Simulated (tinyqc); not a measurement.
Photoconductance decay in a wafer: bulk and surface recombination modes, and iron detection by pair splitting. Changing the surface recombination velocity S. Computed by tinyqc, a small Python program. Command: `OMP_NUM_THREADS=1 python tinyqc.py 3111552 3111553 out.jsonl pcd sweep`. One thread of a shared host (Intel(R) Xeon(R) Processor @ 2.30GHz), about 0.04 s of CPU time with the checks.

Both faces of the wafer have the same S; injection is low and all coefficients are constant. x runs from -W/2 to W/2.

Inputs (values chosen for the exercise, modelled on p-type silicon): thickness W = 525 micrometre; diffusivity D = 29.4 cm^2/s; bulk lifetime tau_b without iron = 640 microsecond.

Method:
- h = S W/(2 D). Solve f(b) = b sin b - h cos b = 0 from b = (pi/2) sqrt(h/(h + pi^2/4)), with f'(b) = (1 + h) sin b + b cos b; four steps.
- Even modes cos(a x) obey b tan b = S W/(2 D) with b = a W/2, odd modes sin(a x) obey -b cot b = S W/(2 D); each decays at the rate 1/tau_b + D a^2.
- tau_eff is the decay time of the first mode. The surface time is 1/(D a^2) of that mode; shortcuts for it are W/(2 S), W^2/(pi^2 D) and their sum, whose error is sum/surface time - 1.

One run for each value:
```
surface recombination velocity S (cm/s)  tau_eff (microsecond)  surface time (microsecond)  error of the sum (%)          h
3.00e-01                                                 635.4                   8.751e+04             1.927e-03  2.679e-04
1.60e+00                                                 616.0                   1.641e+04             1.027e-02  1.429e-03
8.40e+00                                                 531.4                   3.133e+03             5.370e-02  7.500e-03
4.50e+01                                                 307.3                   5.912e+02             2.818e-01  4.018e-02
2.40e+02                                                  99.1                   1.173e+02             1.347e+00  2.143e-01
1.30e+03                                                  27.3                   2.847e+01             4.289e+00  1.161e+00
6.70e+03                                                  12.6                   1.288e+01             4.175e+00  5.982e+00
3.60e+04                                                   9.9                   1.010e+01             1.281e+00  3.214e+01
1.90e+05                                                   9.5                   9.611e+00             2.689e-01  1.696e+02
1.00e+06                                                   9.4                   9.520e+00             5.211e-02  8.929e+02
```

Describe and explain the trends.

Over the rows, tau_eff (microsecond) falls from 635 to 9.38 (exponent d ln y / d ln x -0.018 between the first rows and -0.0056 between the last); surface time (microsecond) falls from 87500 to 9.52 (exponent d ln y / d ln x -1.00 between the first rows and -0.0057 between the last); error of the sum (%) goes from 0.00193 through a maximum among these rows, 4.29 at 1300, to 0.0521. At the low end the exponent of surface time is -1.00, close to -1: slow surfaces, W/(2 S). At the high end the exponent of surface time is -0.01, close to 0: fast surfaces, limited by diffusion. The sum of the two shortcuts misses by at most about 4.3 % over these rows.

Extremes, crossings and ranges named in words are read from the listed rows.
